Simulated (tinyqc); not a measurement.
# Changing the exchange J2

Model: Heisenberg spin cluster by exact diagonalisation: multiplets, susceptibility, level crossings. Computed by tinyqc, a small Python program. Command: `OMP_NUM_THREADS=1 python tinyqc.py 3010660 3010661 out.jsonl spincl sweep`. One thread of a shared host (Intel(R) Xeon(R) Processor @ 2.30GHz), about 0.01 s of CPU time with the checks.

H = J1 sum S_i.S_j over the bonds 1-2, 2-3, 3-4, 4-1 + J2 sum over 1-3, 2-4 - g mu_B B S_z; J > 0 is antiferromagnetic.

Inputs (values chosen for the exercise, for a model cluster):
```
quantity       value  unit
exchange J1     1.16   meV
g factor        2.16     -
temperature T     21     K
field B         0.89     T
```

Cluster: square with diagonals J2. Spin s of each site: 1.

Constants: k_B = 8.617333262e-05 eV/K; mu_B = 5.7883818060e-05 eV/T.

Method:
- Every multiplet has one member in the block S_z = 0; diagonalise it and read the total spin from <S^2> = S (S + 1).
- Z = sum k (2S + 1) exp(-E/(k_B T)) over the table, k the number of multiplets; <S^2> likewise with the factor S (S + 1); chi T = N_A g^2 mu_B^2 <S^2>/(3 k_B) = 0.125049 g^2 <S^2> cm^3 K/mol (cgs, per mole of clusters); C = (<E^2> - <E>^2)/(k_B T)^2; entropy = ln Z + <E>/(k_B T).
- Each multiplet splits as E - g mu_B B m; <S_z> is the Boltzmann mean. The first level crossing is at the smallest (E_S - E_0)/(g mu_B (S - S_0)) over higher spins (0 if the ground state has the highest spin).

One run for each value:
```
exchange J2 (meV)  ground energy (meV)  gap to the next level (meV)  chi T (cm^3 K/mol)  first crossing field (T)
-1.200                          -9.360                         1.16               1.685                      9.28
-0.860                          -8.680                         1.16               1.713                      9.28
-0.560                          -8.080                         1.16               1.745                      9.28
-0.260                          -7.480                         1.16               1.780                      9.28
0.046                           -6.868                         1.16               1.815                      9.28
0.350                           -6.260                         1.16               1.837                      9.28
0.650                           -5.660                         1.16               1.830                      9.28
0.950                           -5.060                         0.84               1.780                      9.28
1.300                           -5.200                         0.28               1.660                     10.40
1.600                           -6.400                         0.88               1.518                     12.80
1.900                           -7.600                         1.48               1.361                     15.20
```

Over the rows, ground energy (meV) goes from -9.36 through a maximum among these rows, -5.06 at 0.950, to -7.60; gap to the next level (meV) goes from 1.16 through a minimum among these rows, 0.280 at 1.30, to 1.48; chi T (cm^3 K/mol) goes from 1.69 through a maximum among these rows, 1.84 at 0.350, to 1.36. The gap is smallest, 0.280 meV, at J2 = 1.30 meV among these rows; a gap that closes marks a crossing of two levels.

Extremes, crossings and ranges named in words are read from the listed rows.
